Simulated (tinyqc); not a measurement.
# Bandgap voltage reference from two bipolar transistors: output against temperature

Two transistors of area 1 and N carry the same current I. Is(T) = Is (T/T0)^eta exp[(Vg0 q/kB)(1/T0 - 1/T)], VBE1 = Vt ln(I/Is(T)) + I rb, VBE2 = Vt ln(I/(N Is(T))) + I rb/N. The amplifier forces I R1(T) = VBE1 - VBE2 + Vos, with R(T) = R (1 + tc (T - T0)) for both resistors, and the output is Vref = VBE1 + I R2(T). Base currents and the Early effect are neglected.

Vt = kB T/q; I = (Vt ln N + Vos)/(R1(T) - rb (1 - 1/N)).

Inputs (values chosen for the exercise); values of the order met in silicon bipolar transistors:

| symbol | value | unit | meaning |
|---|---|---|---|
| T0 | 323 | K | reference temperature |
| Vg0 | 1.208 | V | band-gap voltage extrapolated to 0 K |
| eta | 3.8 |  | temperature exponent of the saturation current |
| Is | 4.1e-18 | A | saturation current of the unit transistor at T0 |
| N | 4 |  | area ratio of the second transistor |
| R1 | 22 | kohm | resistor across which the difference of VBE falls, at T0 |
| tc | 0 | ppm/K | temperature coefficient of both resistors |
| Vos | 1.1 | mV | offset of the amplifier |
| rb | 88 | ohm | series resistance of the unit transistor |
| R2 | 325.5 | kohm | output resistor at T0 |

Constants: q = 1.602176634e-19 C, kB = 1.380649e-23 J/K. Results are converted to the units shown.

Results:
```
T (K)  I (uA)  VBE1 (V)  I R2 (V)  Vref (V)  Vref - Vref(T0) (mV)  dVref/dT (uV/K)
218     1.237    0.9174    0.4028     1.320                -15.18            195.1
233     1.319    0.8936    0.4294     1.323                -12.38            179.1
253     1.428    0.8616    0.4648     1.326                -8.996            159.2
273     1.537    0.8291    0.5003     1.329                -5.998            140.8
298     1.673    0.7880    0.5446     1.333                -2.746            119.7
348     1.946    0.7044    0.6333     1.338                 2.278            82.25
373     2.082    0.6620    0.6776     1.340                 4.123            65.50
398     2.218    0.6191    0.7219     1.341                 5.563            49.85
423     2.354    0.5758    0.7662     1.342                 6.623            35.15
```

Estimate the missing row, T = 323 K.

Computed row:
```
T (K)  I (uA)  VBE1 (V)  I R2 (V)  Vref (V)  Vref - Vref(T0) (mV)  dVref/dT (uV/K)
323     1.809    0.7465    0.5889     1.335                     0            100.2
```

With this row back in the table: VBE1 falls by 1.67 mV/K on average and I R2 rises by 1.77 mV/K. The slope of Vref vanishes at T = 489 K. Between 233 and 398 K Vref spans 17.9 mV, or 81.5 ppm/K by the box method (span over the average over T, over 165 K).

tinyqc, about 0.02 s, one thread, Intel Xeon 2.30GHz (shared host): `OMP_NUM_THREADS=1 python tinyqc.py 2062031 2062032 out.jsonl`
